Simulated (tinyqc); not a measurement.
Which clusters to keep: cluster expansion of a binary alloy: correlations, fit, cross-validation and ground states. Computed by tinyqc, a small Python program. Command: `OMP_NUM_THREADS=1 python tinyqc.py 3020926 3020927 out.jsonl clex walk`. One thread of a shared host (Intel(R) Xeon(R) Processor @ 2.30GHz), about 0.07 s of CPU time with the checks.

s = +1 for A and -1 for B. Energy per site E = J0 + J1 P(point) + sum over clusters of m V P, with P the mean product of spins; V > 0 on a pair favours unlike neighbours. Clusters per site m: pair 1 4, pair 2 3, pair 3 6, triplet 12; the triplet is two first-neighbour bonds closed by a second-neighbour bond. Formation energies are counted from the line between pure A and pure B, which removes J0 and J1.

Inputs (values chosen for the exercise, for a model alloy):
```
quantity                     value      unit
first-pair interaction V1    -10.1       meV
second-pair interaction V2    -2.8       meV
third-pair interaction V3   -0.062       meV
triplet interaction Vt        0.37       meV
noise amplitude                4.2  meV/site
```

Lattice: bcc.

Method:
- Design matrix of formation energies: m (P - 1) for pairs and m (P(triplet) - P(point)) for the triplet; x = (1 - P(point))/2.
- Exact: X V with V = (V1, V2, V3, Vt). The data to fit add the noise amplitude times the normal numbers, standing for what the clusters leave out.
- For each set, H = X (X^T X)^-1 X^T over the structures between the ends; residual e = E - H E; leave-one-out error e_i/(1 - H_ii); both as root mean squares.

correlations P, counted on periodic cells:
```
                     point    pair 1    pair 2    pair 3   triplet
A                  1.00000   1.00000   1.00000   1.00000   1.00000
A3B D0_3           0.50000   0.00000   0.00000   1.00000  -0.50000
A3B (001) layers   0.50000   0.00000   0.66667   0.33333   0.16667
A2B C11_b          0.33333  -0.33333   0.55556   0.11111  -0.11111
AB B2              0.00000  -1.00000   1.00000   1.00000   0.00000
AB B32             0.00000   0.00000  -1.00000   1.00000   0.00000
A2B2 B11           0.00000   0.00000   0.33333  -0.33333   0.00000
AB (110) layers    0.00000   0.00000  -0.33333  -0.33333   0.00000
AB2 C11_b         -0.33333  -0.33333   0.55556   0.11111   0.11111
AB3 D0_3          -0.50000   0.00000   0.00000   1.00000   0.50000
AB3 (001) layers  -0.50000   0.00000   0.66667   0.33333  -0.16667
B                 -1.00000   1.00000   1.00000   1.00000  -1.00000
```

standard normal numbers for the noise (0 for the pure ends): A 0.000, A3B D0_3 -1.005, A3B (001) layers -1.186, A2B C11_b 1.384, AB B2 -0.076, AB B32 -0.458, A2B2 B11 -0.119, AB (110) layers 1.613, AB2 C11_b -0.218, AB3 D0_3 0.860, AB3 (001) layers 0.502, B 0.000

X:
```
                   pair 1   pair 2   pair 3   triplet
A                  0.0000   0.0000   0.0000    0.0000
A3B D0_3          -4.0000  -3.0000   0.0000  -12.0000
A3B (001) layers  -4.0000  -1.0000  -4.0000   -4.0000
A2B C11_b         -5.3333  -1.3333  -5.3333   -5.3333
AB B2             -8.0000   0.0000   0.0000    0.0000
AB B32            -4.0000  -6.0000   0.0000    0.0000
A2B2 B11          -4.0000  -2.0000  -8.0000    0.0000
AB (110) layers   -4.0000  -4.0000  -8.0000    0.0000
AB2 C11_b         -5.3333  -1.3333  -5.3333    5.3333
AB3 D0_3          -4.0000  -3.0000   0.0000   12.0000
AB3 (001) layers  -4.0000  -1.0000  -4.0000    4.0000
B                  0.0000   0.0000   0.0000    0.0000
```

data (meV/site): A 0.0000, A3B D0_3 40.1390, A3B (001) layers 36.9868, A2B C11_b 61.7701, AB B2 80.4808, AB B32 55.2764, A2B2 B11 45.9962, AB (110) layers 58.8706, AB2 C11_b 58.9884, AB3 D0_3 56.8520, AB3 (001) layers 47.0364, B 0.0000

Fits:
```
clusters     fit error (meV/site)  leave-one-out error (meV/site)  largest H_ii
V1                         7.8847                          8.9558       0.27481
V1 V2                      5.1241                          6.1623       0.53206
V1 V3                      7.5487                          9.8573       0.51153
V1 V2 Vt                   3.5657                          4.9337       0.53206
V1 Vt                      6.9732                          8.4251       0.45078
V1 V2 V3                   4.8787                          6.3057       0.71178
V1 V3 Vt                   6.5910                          9.7650       0.51153
V1 V2 V3 Vt                3.2030                          4.7805       0.71178
```

leave-one-out error without pair 3 = 4.9337 meV/site

leave-one-out error with all four = 4.7805 meV/site

The fit error can only fall as clusters are added, to 3.20 meV with all four. The leave-one-out error is least for V1 V2 V3 Vt (4.78 meV): dropping V2, V3 or Vt makes prediction worse at this noise.

Extremes, crossings and ranges named in words are read from the listed rows.
